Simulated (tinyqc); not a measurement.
Surface photovoltage measurement of the minority-carrier diffusion length in a wafer. Changing the back recombination velocity S_b. Computed by tinyqc, a small Python program. Command: `OMP_NUM_THREADS=1 python tinyqc.py 3130506 3130507 out.jsonl spv sweep`. One thread of a shared host (Intel(R) Xeon(R) Processor @ 2.30GHz), about 0.02 s of CPU time with the checks.

Low injection, steady light, a depletion layer much thinner than 1/alpha and L. The excess density dn is taken at the front edge of the neutral region; light that reaches the back is lost.

Inputs (values chosen for the exercise, modelled on p-type silicon at room temperature):
```
quantity                                              value               unit
diffusion length L                                       56         micrometre
wafer thickness W                                       625         micrometre
diffusivity D                                          33.5             cm^2/s
front recombination velocity S_f                        130               cm/s
photon flux entering                                4.8e+13         1/(cm^2 s)
minority density at the surface barrier scale n_0   7.9e+10             1/cm^3
temperature T                                           298                  K
wavelength                                              913                 nm
relative noise of each reading                            1                  %
diffusion length after pair splitting over L           0.94                  -
iron factor C                                      1.03e+16  micrometre^2/cm^3
```

normal deviates g for the noise: 1.82  -0.87  0.80  0.66  0.34  1.80  -0.52

Constants: k_B = 8.617333262e-05 eV/K.

Method:
- alpha = (84.732/lambda - 76.417)^2 per cm with lambda in micrometre (an empirical fit for silicon between 0.7 and 1.05 micrometre).
- Thick wafer: dn = Phi L/((S_f + D/L)(L + 1/alpha)). Finite wafer, with s = S_b L/D, w = W/L, a = alpha L: dn = [Phi a/(a^2 - 1)] [a - B - exp(-alpha W)(a - s)/(cosh w + s sinh w)]/(S_f + B D/L), B = (sinh w + s cosh w)/(cosh w + s sinh w).
- Photovoltage V = (k_B T/e) ln(1 + dn/n_0). Lifetime = L^2/D.
- Readings y = (Phi/dn) (1 + noise x g) at 780, 830, 880, 920, 950, 975 and 995 nm; a least-squares line y = c (1/alpha + L_app) gives L_app = intercept/slope.
- Splitting iron-boron pairs in boron-doped silicon shortens L; with nothing else changing, [Fe] = C (1/L_after^2 - 1/L^2). It is evaluated with the true lengths and with the apparent ones (without noise), which differ when the wafer is not thick against L.

One run for each value; columns: (1) back recombination velocity S_b (cm/s); (2) apparent length L_app (micrometre); (3) B; (4) dn, finite wafer (1/cm^3); (5) bias, apparent over true less 1 (rounded to 0.001) (%):
```
(1)          (2)     (3)         (4)     (5)
1.00e+00  56.824  1.0000  4.7172e+09   0.000
1.00e+01  56.824  1.0000  4.7172e+09   0.000
1.00e+02  56.824  1.0000  4.7172e+09   0.000
1.00e+03  56.824  1.0000  4.7172e+09   0.000
1.00e+04  56.824  1.0000  4.7172e+09   0.000
1.00e+05  56.824  1.0000  4.7172e+09  -0.001
1.00e+06  56.824  1.0000  4.7172e+09  -0.001
1.00e+07  56.824  1.0000  4.7172e+09  -0.001
```

What does the table show?

Over the rows, apparent length L_app (micrometre) falls from 56.82375 to 56.82368; B does not change; dn, finite wafer (1/cm^3) does not change.

Extremes, crossings and ranges named in words are read from the listed rows.
